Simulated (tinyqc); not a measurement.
From one set of inputs to another, one input at a time: Stillinger-Weber potential for a tetrahedral semiconductor. Computed by tinyqc, a small Python program. Command: `OMP_NUM_THREADS=1 python tinyqc.py 3015068 3015069 out.jsonl swsi ladder`. One thread of a shared host (Intel(R) Xeon(R) Processor @ 2.30GHz), about 0.07 s of CPU time with the checks.

With x = r/sigma: pair term eps A (B x^-4 - 1) exp(1/(x - a)); for each pair of neighbours j, k of atom i, three-body term eps lambda exp(gamma/(x_ij - a) + gamma/(x_ik - a)) (cos theta_jik + 1/3)^2; both vanish beyond x = a. A = 7.049556277, B = 0.6022245584, a = 1.8.

The inputs printed are set A. Set A is modelled on silicon; the values taken over come from a set modelled on germanium. Inputs not listed in the table keep their values of set A, so the rows need not describe a real material.

Inputs (values chosen for the exercise, modelled on silicon):

| quantity | value | unit |
|---|---|---|
| energy scale eps | 2.188 | eV |
| length scale sigma | 2.076 | angstrom |
| three-body strength lambda | 21.5 | - |
| gamma | 1.1 | - |

Constants: 1 eV/angstrom^3 = 160.2176634 GPa.

Method. All angles are tetrahedral, so only the pair term acts; its minimum lies at x = 2^(1/6) with depth eps, and second neighbours lie beyond the cut-off. a0 = 4 d/sqrt3; E = -2 eps per atom. Second derivatives of the energy per atom, volume a0^3/8: e_xx gives C11, e_xx = -e_yy gives 2 (C11 - C12), e_xy = e_yx = h/2 gives the unrelaxed C44(0). Under that shear the second sublattice shifts by u_z; minimising over u_z gives C44 = C44(0) - E_hu^2/(E_uu V) and Kleinman's zeta = |E_hu/E_uu|/(a0/4). The optical force constant is k = 4 E_uu, with M omega^2 = k at the zone centre.

Each row keeps all changes above it:

| input moved | from | to | C12 (GPa) | internal strain zeta | optical force constant k (eV/angstrom^2) |
|---|---|---|---|---|---|
| set A | - | - | 69.531 | 0.53303 | 41.044 |
| three-body strength lambda | 21.5 | 32.8 | 50.787 | 0.38777 | 47.760 |
| energy scale eps (eV) | 2.188 | 1.939 | 45.007 | 0.38777 | 42.325 |
| gamma | 1.1 | 1.2 | 57.332 | 0.49118 | 37.909 |
| length scale sigma (angstrom) | 2.076 | 2.191 | 48.770 | 0.49118 | 34.034 |

Where does the difference come from?

C12 goes from 69.5 to 48.8, a factor 0.701 in all. The largest single move comes from three-body strength lambda (a factor 0.730), and gamma works against it (a factor 1.27). Internal strain zeta goes from 0.533 to 0.491, a factor 0.921 in all. The largest single move comes from three-body strength lambda (a factor 0.727), and gamma works against it (a factor 1.27). Optical force constant k goes from 41.0 to 34.0, a factor 0.829 in all. The largest single move comes from three-body strength lambda (a factor 1.16), but it runs against the net change; the largest move in the direction of the net change is energy scale eps (a factor 0.886). The single moves hold for this order of the switches; the total does not depend on the order.

Caution (all rows): the original fit to silicon is too soft in shear (C44) and too stiff for the optical mode.

Extremes, crossings and ranges named in words are read from the listed rows.
